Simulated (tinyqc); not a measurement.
Coverage along the feature as the dose grows: atomic layer deposition: Langmuir saturation, growth per cycle and coating of deep features. Computed by tinyqc, a small Python program. Command: `OMP_NUM_THREADS=1 python tinyqc.py 3001110 3001111 out.jsonl ald walk`. One thread of a shared host (Intel(R) Xeon(R) Processor @ 2.30GHz), about 0.05 s of CPU time with the checks.

Precursor A sticks only on free sites, so a long enough pulse saturates; co-reactant B then frees the sites again.

Inputs (values chosen for the exercise, modelled on zinc oxide from diethylzinc and water):
```
quantity                                 value    unit
precursor mass M                           124       u
site density q                             6.7  1/nm^2
sticking probability beta on free sites   0.03       -
precursor pressure p                       5.8      Pa
temperature T                              250       C
pulse time t                             0.065       s
desorption energy E_d                     1.95      eV
aspect ratio a                              81       -
```

Feature: round hole.

Constants: u = 1.6605390666e-27 kg; k_B = 1.380649e-23 J/K; k_B = 8.617333262e-05 eV/K.

Method:
- Wall flux F = p/sqrt(2 pi M k_B T); rate of filling k_a = beta F/q; desorption k_d = 1e13 exp(-E_d/(k_B T)) per second. 1/m^2 = 1e-18/nm^2.
- Temperatures in kelvin are T(C) + 273.15.
- Diffusion-limited filling (Gordon) of a round hole of diameter w: a saturation front at depth z needs dz/dt = D_K n/(z (4q/w)), with Knudsen D_K = w c/3 and F = n c/4; including the entrance and floor terms, t = (q/F)(1 + 19a/4 + 3a^2/2). Reaction-limited filling needs ln(100)/k_a at any depth, k_a = beta F/q. Flow is molecular. The front picture holds when the modulus a sqrt(beta) is well above 1.
- Depth reached by the given pulse: solve the same formula for a. Exposure = p x diffusion-limited time; 1 langmuir = 1.33322e-4 Pa s.
- Continuum model with steady gas transport: d2n/dz2 = 3 beta (1 - th) n/d_h^2 (d_h the hydraulic diameter, n = 1 at the mouth, no flux at the floor, 60 cells), d th/dt = beta F n (1 - th)/q; no desorption. Times are multiples of the larger of the Gordon time and ln(100)/k_a.

diffusion-limited time = 1.14205 s

time to 99 % without desorption, ln(100)/k_a = 0.0171416 s

flux F = 59999.5 1/(nm^2 s)

modulus = 14.0296

Coverage:
```
multiple   t (s)  top cell  quarter depth  half depth  three quarters  floor cell
0.05      0.0571         1          0.266       0.001           0.000       0.000
0.10      0.1142         1          0.896       0.008           0.000       0.000
0.20      0.2284         1          1.000       0.184           0.001       0.000
0.40      0.4568         1          1.000       0.999           0.048       0.000
0.60      0.6852         1          1.000       1.000           0.730       0.008
0.80      0.9136         1          1.000       1.000           1.000       0.145
1.00      1.1421         1          1.000       1.000           1.000       1.000
1.30      1.4847         1          1.000       1.000           1.000       1.000
```

What follows from these numbers?

At a multiple of 0.2 the coverage is 1.00 at the top and 0.00 at the floor. The walls fill from the top down behind a front whose depth grows as sqrt(t), since the modulus is well above 1. In the last row the floor reaches 1.000.
